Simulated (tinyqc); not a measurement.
Inside a calculation. Model: a finite superlattice with mass mismatch, transfer matrices.

tinyqc, about 0.01 s, one thread, Intel Xeon 2.30GHz (shared host): `OMP_NUM_THREADS=1 python tinyqc.py 2560008 2560009 out.jsonl` Printed values are rounded.

One electron of energy E comes from the left lead (band edge 0); no transverse momentum. Parabolic bands, masses in units of m0, C = hbar^2/(2 m0); psi and psi'/m are continuous at every interface. N periods of a barrier d1 followed by a well Lw; the right lead equals the left one.

Parameters, values chosen for the exercise; masses and offsets close to those of InGaAs wells and InP barriers: mass in the left lead mL = 0.041 m0; barrier height U1 = 0.24 eV; barrier mass m1 = 0.081 m0; barrier width d1 = 2.3 nm; well width (edge 0, mass mL) Lw = 11.7 nm; number of periods N = 6; electron energy E = 0.213 eV.

Constants: q = 1.602176634e-19 C, hbar = 1.054571817e-34 J s, m0 = 9.1093837015e-31 kg, hbar^2/(2 m0) = 0.0380998212 eV nm^2. Results are converted to the units shown.

## Wave numbers

k = sqrt(m (E - U)/C) where E > U, K = sqrt(m (U - E)/C) where E < U; v = k/m in the leads.

Layers:

|  | U (eV) | m (m0) | d (nm) | k or K (1/nm) | which |
|---|---|---|---|---|---|
| 1 | 0.24 | 0.081 | 2.3 | 0.239587 | K |
| 2 | 0 | 0.041 | 11.7 | 0.478763 | k |

vL = 11.6771 1/nm
vR = 11.6771 1/nm

## Matrices of the layers

For the pair (psi, psi'/m) a flat layer has M = [[cos kd, (m/k) sin kd], [-(k/m) sin kd, cos kd]] with k = sqrt(m (E - U)/C) above its edge U, and M = [[cosh Kd, (m/K) sinh Kd], [(K/m) sinh Kd, cosh Kd]] with K = sqrt(m (U - E)/C) below it. M12 is in nm, M21 in 1/nm.

M of layer 1:

|  | 1 | 2 |
|---|---|---|
| 1 | 1.15571 | 0.195873 |
| 2 | 1.71368 | 1.15571 |

M of layer 2:

|  | 1 | 2 |
|---|---|---|
| 1 | 0.776526 | -0.0539588 |
| 2 | 7.35759 | 0.776526 |

## Product of the matrices

The matrix of the later layer stands to the left: M = M_n ... M_2 M_1; det M = 1.

M of one period:

|  | 1 | 2 |
|---|---|---|
| 1 | 0.804970 | 0.0897396 |
| 2 | 9.83395 | 2.33859 |

## N periods by the Chebyshev identity

x = (M11 + M22)/2 of one period. For |x| < 1 the energy lies in a miniband and cos(th) = x; for |x| > 1 it lies in a gap and cosh(g) = |x|. M^N = U_(N-1)(x) M - U_(N-2)(x) 1, with U_n = sin((n + 1) th)/sin th in a band and sign(x)^n sinh((n + 1) g)/sinh g in a gap.

x = 1.57178
g = 1.02404
U_(N-1) = 192.151
U_(N-2) = 69.0073

M^N:

|  | 1 | 2 |
|---|---|---|
| 1 | 85.6687 | 17.2436 |
| 2 | 1889.60 | 380.355 |

The energy lies in a gap: for large N each further period divides T(E) by exp(2 g) = 7.75.

## Transmission and reflection

The matrix M carries (psi, psi'/m) across the stack, and v = k/m in each lead. psi = 1 + r at the left edge (incident amplitude 1) and t at the right edge. With det M = 1, a = i vR M11 - M21 and b = -vL vR M12 - i vL M22: t = 2 i vL/(a - b), r = -(a + b)/(a - b), T(E) = (vR/vL) |t|^2, R(E) = |r|^2.

t = (4.26096+0.36147i) x 1e-3
r = 0.693463-0.720479i
T(E) = 1.82864e-5
R(E) = 0.999982

T(E) + R(E) = 1: the current is conserved.
